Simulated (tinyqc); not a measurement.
## Radius, Mott density and mass from the binding energy

Problem. A donor has the isolated binding energy E0 = cc Ry, Ry = (m0 q^3/(8 eps0^2 h^2)) me/eps_r^2 in eV, radius a = q/(8 pi eps0 eps_r E0) and Mott density (0.26/a)^3. Find a, the Mott density and me.

Inputs (values chosen for the exercise): relative permittivity eps_r = 13; ratio of the true binding energy to the hydrogenic one cc = 1.

Constants: q = 1.602176634e-19 C, eps0 = 8.8541878128e-12 F/m, h = 6.62607015e-34 J s, m0 = 9.1093837015e-31 kg. Results are converted to the units shown.

E0 = 5.3134660 meV

Solution. Each follows directly from E0.

a = 10.4 nm
Mott density = 1.55e16 cm^-3
me = 0.0660 m0

Computed by the program tinyqc: `OMP_NUM_THREADS=1 python tinyqc.py 2330088 2330089 out.jsonl`, one thread of a shared Intel Xeon 2.30GHz, about 0.01 s for the whole run.
